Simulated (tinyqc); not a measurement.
# Strain-driven roughening and islands of a mismatched epitaxial film, step by step

A worked calculation. Computed by tinyqc, a small Python program that keeps every step. Command: `OMP_NUM_THREADS=1 python tinyqc.py 3026692 3026693 out.jsonl island walk`. One thread of a shared host (Intel(R) Xeon(R) Processor @ 2.30GHz), about 0.01 s of CPU time with the checks. Intermediate numbers are printed to about 7 digits and carried at full precision; extremes and crossings named in words are read from the listed rows.

Film and substrate share isotropic elastic constants; the film is coherent and biaxially strained.

Inputs (values chosen for the exercise, modelled on In(0.5)Ga(0.5)As on GaAs): misfit |f| = 0.0334; shear modulus G = 38.7 GPa; Poisson ratio nu = 0.31; surface energy gamma = 0.791 J/m^2; contact angle of the shallow shape theta_1 = 10.6 degrees; contact angle of the steep shape theta_2 = 25.3 degrees; facet energy of shape 1 over gamma = 0.9958; facet energy of shape 2 over gamma = 1.031; wetting energy gamma_s - gamma = 0.15 J/m^2; decay length of wetting delta = 0.3 nm; surface mobility D_s nu_s Omega^2/(k_B T) = 1.1e-33 m^6/(J s); initial ripple amplitude A0 = 0.18 nm; ripple wavelength over the critical one = 1; island volume V = 2000 nm^3.

Transport: surface diffusion.

Constants: e = 1.602176634e-19 C.

## Elastic energy of the flat film

M = 2 G (1 + nu)/(1 - nu); stress = M f; energy density w = M f^2.

biaxial modulus M = 146.9478 GPa

stress = 4.908057 GPa

energy density w = 163.9291 MJ/m^3

## Asaro-Tiller-Grinfeld instability

A ripple A cos(k x) has the surface chemical potential per volume [gamma k^2 - 2 (1 + nu) w k] A cos(k x), so k_c = 2 (1 + nu) w/gamma. With surface diffusion the amplitude grows at the rate q = B k^2 [2 (1 + nu) w k - gamma k^2], fastest at k_m = (3/4) k_c. B is the surface mobility.

k_c = 0.5429763 1/nm

critical wavelength = 11.57175 nm

fastest wavelength = 15.42900 nm

growth time 1/q at k_m = 0.1253670 s

A ripple of A0 needs about 0.18 s to reach a twentieth of its wavelength.

## A ripple of given wavelength

A ripple A cos(k x) has the surface chemical potential per volume [gamma k^2 - 2 (1 + nu) w k] A cos(k x), so k_c = 2 (1 + nu) w/gamma. With surface diffusion the amplitude grows at the rate q = B k^2 [2 (1 + nu) w k - gamma k^2], fastest at k_m = (3/4) k_c. B is the surface mobility. Stress at the trough = stress x (1 + 2 k A).

k = 0.5429763 1/nm

rate q = 3.011217e-10 1/s

q over the largest rate = 3.775074e-11

stress concentration at A0 = 1.195471

The ripple grows.

## Wetting layer

The surface energy depends on thickness as gamma + (gamma_s - gamma) exp(-h/delta). Its curvature adds W2 = (gamma_s - gamma) exp(-h/delta)/delta^2 to the restoring terms; the flat film is stable while W2 > (1 + nu)^2 w^2/gamma, which gives h_c = delta ln[(gamma_s - gamma) gamma/(delta^2 (1 + nu)^2 w^2)], or 0 if negative.

wetting-layer thickness h_c = 1.005887 nm

Layer-by-layer growth up to h_c, then roughening: the Stranski-Krastanov mode.

## Island nucleation

Shallow faceted island (Tersoff form): E = 4 Gam V^(2/3) tan^(1/3)(theta) - 6 c V tan(theta), Gam = gamma [x/sin(theta) - 1/tan(theta)], x the facet energy over gamma, c = stress^2 (1 - nu)/(2 pi G). The barrier is the maximum of E, at V_c = [4 Gam/(9 c)]^3 / tan^2(theta) (1 GPa nm = 1 J/m^2).

c = 0.06835614 GPa

Gam of shape 1 = 0.05531864 J/m^2

critical volume, shape 1 = 1.328551 nm^3

barrier, shape 1 = 0.3182327 eV

Gam of shape 2 = 0.2349125 J/m^2

critical volume, shape 2 = 15.94671 nm^3

barrier, shape 2 = 9.648127 eV

The shallow shape has the lower barrier. Each barrier is a third of the surface term at V_c and scales as Gam^3/c^2, that is as f^(-4). Caution: a critical island of a few cubic nanometres holds a few hundred atoms at most, and edge energies, left out here, matter.

## Which shape at the volume V

The two energies cross at V_x^(1/3) = 4 [Gam_2 t2^(1/3) - Gam_1 t1^(1/3)]/(6 c (t2 - t1)), t = tan(theta); mu = dE/dV.

E of shape 1 = -832.7335 eV

E of shape 2 = -1694.872 eV

crossing volume V_x = 138.1299 nm^3

jump of mu at V_x, shape 2 less shape 1 = -39.03859 MJ/m^3

At V the steep shape is lower. At V_x the chemical potential drops, so islands that have turned steep grow at the cost of the shallow ones. Caution: the shallow-slope form overstates the relaxation of facets steeper than about 25 degrees.

## Scaling with the misfit

A ripple A cos(k x) has the surface chemical potential per volume [gamma k^2 - 2 (1 + nu) w k] A cos(k x), so k_c = 2 (1 + nu) w/gamma. With surface diffusion the amplitude grows at the rate q = B k^2 [2 (1 + nu) w k - gamma k^2], fastest at k_m = (3/4) k_c. V_c = [4 Gam/(9 c)]^3/tan^2(theta), barrier = (4/3) Gam V_c^(2/3) tan^(1/3)(theta); the growth time is 1/q at k_m.

Misfit scaled at fixed constants:
```
|f| (%)  fastest wavelength (nm)  growth time (s)  V_c of shape 1 (nm^3)  barrier of shape 1 (eV)
0.835                   246.8640     8.216055e+03           5.441746e+03             8.146756e+01
1.169                   125.9510     5.567229e+02           7.227200e+02             2.120667e+01
1.670                    61.7160     3.209396e+01           8.502729e+01             5.091723e+00
2.338                    31.4877     2.174699e+00           1.129250e+01             1.325417e+00
3.340                    15.4290     1.253670e-01           1.328551e+00             3.182327e-01
4.676                     7.8719     8.494917e-03           1.764453e-01             8.283857e-02
```

Halving the misfit stretches the wavelength 4 times, the barrier 16 times, the volume 64 times and the time 256 times: f^(-2), f^(-4), f^(-6), f^(-8). Over these rows the time spans 6.0 decades: strongly mismatched films tend to roughen first, while dilute alloys have time to stay flat. Rows with wavelengths under 10 nm or volumes under 5 nm^3 are beyond the continuum picture.

Checks made by the program: k_m against a numerical maximum of the rate (relative difference 4e-10).
